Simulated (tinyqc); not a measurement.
Floating body of a partially depleted SOI transistor: body voltage and kink: transfer curve and swing.

Source at 0 V. Channel current Ic = 2 nf K Vt^2 [F(0) - F(Vd)](1 + la Vd), F(V) = ln^2(1 + exp((Vg - VT - nf V)/(2 nf Vt))), VT = VT0 - gb Vb. Saturation voltage Vs = 2 Vt sqrt(F(0)) + 3 Vt, excess Ve = (Vd - Vs + sqrt((Vd - Vs)^2 + 0.0004 V^2))/2, multiplication M1 = Ai Ve exp(-Bl/Ve). Each junction passes D(v) = J1 (exp(v/Vt) - 1) + J2 (exp(v/(2 Vt)) - 1). Bipolar current Ib = bb J1 (exp(Vb/Vt) - 1). The body settles where M1 (Ic + Ib) = D(Vb) + D(Vb - Vd) + Vb/Rb; drain current Id = (1 + M1)(Ic + Ib) - D(Vb - Vd).

Rows with more than one solution for Vb (latch) are left out; dId/dVd by a forward difference over 1e-4 V, swing = 1e-4 V over the change of log10 Id; M1 under 1e-12 is printed as 0.

Values chosen for this exercise; values of the order met in partially depleted silicon-on-insulator transistors:
```
symbol,value,unit,meaning
T,330,K,temperature
VT0,0.51,V,threshold at zero body voltage
gb,0.19,,fall of the threshold per volt of body voltage
nf,1.42,,slope factor
K,130,uA/(V^2 um),gain factor per width
la,0.09,1/V,channel-length modulation factor
Ai,1.64,1/V,impact-ionisation prefactor
Bl,7.8,V,impact-ionisation voltage
J1,1e-11,uA/um,diffusion saturation current of each junction
J2,5.7e-9,uA/um,recombination saturation current of each junction
bb,0.5,,gain of the lateral bipolar transistor on the diffusion current
Rb,1e9,kohm um,"resistance of a weak body tie to the source (1e9 stands for no tie, and the term is then dropped)"
Vd,2.5,V,drain voltage
```

Constants: q = 1.602176634e-19 C, kB = 1.380649e-23 J/K, Vt = kB T/q. Results are converted to the units shown.

Results:
```
Vg (V),Vb (V),M1,"Id, floating (uA/um)","Id, grounded (uA/um)",ratio,"swing, floating (mV/decade)","swing, grounded (mV/decade)"
0.06,0.3451,0.1565,3.184e-5,6.100e-6,5.219,74.78,93.25
0.16,0.4475,0.1561,6.151e-4,7.185e-5,8.561,80.47,93.60
0.26,0.5299,0.1544,0.009738,8.281e-4,11.76,87.24,95.08
0.46,0.6498,0.1379,0.6958,0.07804,8.915,153.1,114.8
0.56,0.6817,0.1228,2.366,0.4599,5.145,234.2,151.2
0.66,0.7015,0.1071,5.351,1.653,3.238,339.7,218.0
0.76,0.7142,0.09221,9.584,4.010,2.390,457.9,310.8
0.86,0.7227,0.07866,14.96,7.583,1.973,581.5,419.3
```

Estimate the missing row, Vg = 0.36 V.

Computed row:
```
Vg (V),Vb (V),M1,"Id, floating (uA/um)","Id, grounded (uA/um)",ratio,"swing, floating (mV/decade)","swing, grounded (mV/decade)"
0.36,0.5992,0.1490,0.1107,0.008882,12.47,106.1,99.99
```

With this row back in the table: Vb rises from 0.345 to 0.723 V. The smallest swing among the rows is 74.8 mV a decade with a floating body (at Vg = 0.06 V) and 93.2 with a grounded one; Vt ln 10 = 65.5. The floating swing is smaller by more than 3 % for Vg = 0.06, 0.16, 0.26 V, where the rising Vb lowers the threshold as Vg rises. In the first row the floating body raises the current by a factor of 5.22.

Range of the model: The multiplication law is an empirical form chosen for the exercise; self-heating and capacitive coupling to the body are left out, and the linear laws are rough once Vb passes about 0.7 V or M1 about 0.1.

Numbers from tinyqc (`OMP_NUM_THREADS=1 python tinyqc.py 2182145 2182146 out.jsonl`; about 0.2 s on one thread of a shared Intel Xeon 2.30GHz).
